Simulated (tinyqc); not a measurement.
Planar ballistic transistor, top-of-the-barrier model: one step of the calculation.

At the top of the source barrier, states moving towards the drain are filled by the source (Fermi level 0) and states moving back by the drain (Fermi level -q Vd); nothing scatters. U is the shift of the band edge there, set by the capacitances CG, CD and CS (the total) and by the charge. Parabolic two-dimensional band; the source is grounded.

Task. Density of states, capacitances and charge at zero bias. N0 = gv m kB T/(pi hbar^2), CG = eps0 eox/tox, vT = sqrt(2 kB T/(pi m)), CS = CG/aG, n0 = n at U = 0 and Vd = 0. eta1 = -(E0 + U)/Vt, eta2 = eta1 - Vd/Vt, n = (N0/2)[F_0(eta1) + F_0(eta2)], F_0(x) = ln(1 + exp x). UL = -(aG Vg + aD Vd).

Parameters, values chosen for the exercise; mass and valleys close to those of germanium:
```
symbol,value,unit,meaning
T,400,K,temperature
m,0.114,m0,effective mass
gv,4,,valley degeneracy
eox,16,,relative permittivity of the gate insulator
tox,2.8,nm,insulator thickness
aG,0.84,,gate control CG/CS
aD,0.028,,drain control CD/CS
E0,0.29,eV,band edge at the barrier top above the source Fermi level at zero bias
Vg,0.8,V,gate voltage
Vd,0.05,V,drain voltage
```

Constants: q = 1.602176634e-19 C, kB = 1.380649e-23 J/K, hbar = 1.054571817e-34 J s, m0 = 9.1093837015e-31 kg, Vt = kB T/q, eps0 = 8.8541878128e-14 F/cm where lengths are in cm. Results are converted to the units shown.

Wanted: N0; CG; CS; n0; UL.

Result.

N0 = 6.566e12 cm^-2
CG = 5.060 uF/cm^2
CS = 6.023 uF/cm^2
n0 = 1.457e9 cm^-2
UL = -0.6734 eV

Numbers from tinyqc (`OMP_NUM_THREADS=1 python tinyqc.py 2400049 2400050 out.jsonl`; about 0.01 s on one thread of a shared Intel Xeon 2.30GHz).
